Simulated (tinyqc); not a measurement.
# From step coverage back to aspect ratio of the trench

Model: chemical vapour deposition: Grove model, boundary layer, depletion and step coverage. Computed by tinyqc, a small Python program. Command: `OMP_NUM_THREADS=1 python tinyqc.py 3026022 3026023 out.jsonl cvd inv`. One thread of a shared host (Intel(R) Xeon(R) Processor @ 2.30GHz), about 0.03 s of CPU time with the checks.

A precursor diffuses to the surface and reacts there at first order; each molecule that reacts adds one formula unit of film.

Inputs (values chosen for the exercise, close to those used for tungsten from its fluoride):
```
quantity                                      value    unit
prefactor k0 of k_s                          510000    cm/s
activation energy E                            0.78      eV
temperature T                                   350       C
total pressure p                                760    torr
mole fraction of the precursor Y              0.013       -
gas diffusivity D0 at 273.15 K and 760 torr    0.14  cm^2/s
precursor mass M                                298       u
trench width w                                 0.29      um
```

Reactor: horizontal, atmospheric.

Constants: k_B = 1.380649e-23 J/K; u = 1.6605390666e-27 kg; k_B = 8.617333262e-05 eV/K.

Method:
- k_s = k0 exp(-E/(k_B T)); C_g = Y p/(k_B T), 1 torr = 133.322 Pa; D = D0 (T/273.15)^1.75 (760/p).
- Temperatures in kelvin are T(C) + 273.15.
- Mean speed c = sqrt(8 k_B T/(pi M)); reactive sticking probability beta = 4 k_s/c.
- In a long trench of width w and depth l = aspect ratio x w: Knudsen diffusivity D_K = (2w) c/3 (hydraulic diameter 2w), combined as 1/D_e = 1/D_K + 1/D; D_e d2C/dz2 = 2 k_s C/w with D_e dC/dz = -k_s C at the floor. With m = sqrt(2 k_s/(w D_e)): C(floor)/C(top) = 1/[cosh(m l) + (k_s/(D_e m)) sinh(m l)].

Task: A run gave the result below. Find the aspect ratio of the trench, known to lie between 9.8 and 16.

step coverage = 0.9947943

Result:

Each step takes the trial c = (a f_b - b f_a)/(f_b - f_a), f being the result less the target and a, b, c the logarithms of the listed values; c replaces end b, the old b replaces a if the sign of f changed, and otherwise f_a is halved.

Scan of the range:
```
aspect ratio of the trench  step coverage
9.8                              0.996818
10.6                             0.996305
11.5                             0.995683
12.5                             0.994935
13.6                             0.994045
14.7                             0.993084
16.0                             0.991857
```

False position (Illinois rule, in the logarithm of the input) inside the bracket:
```
step    end a    end b    trial  step coverage
1     12.5000  13.6000  12.6678       0.994804
2     13.6000  12.6678  12.6792       0.994795
3     13.6000  12.6792  12.6807       0.994794
4     12.6792  12.6807  12.6800       0.994794
```

Step coverage falls at every point of a 13-point scan of the range (every second point is shown), so one value fits; it is bracketed by 12.5 and 13.6. Answer: aspect ratio of the trench = 12.68.

Caution: the hydraulic-diameter form of D_K is rough for a slit.
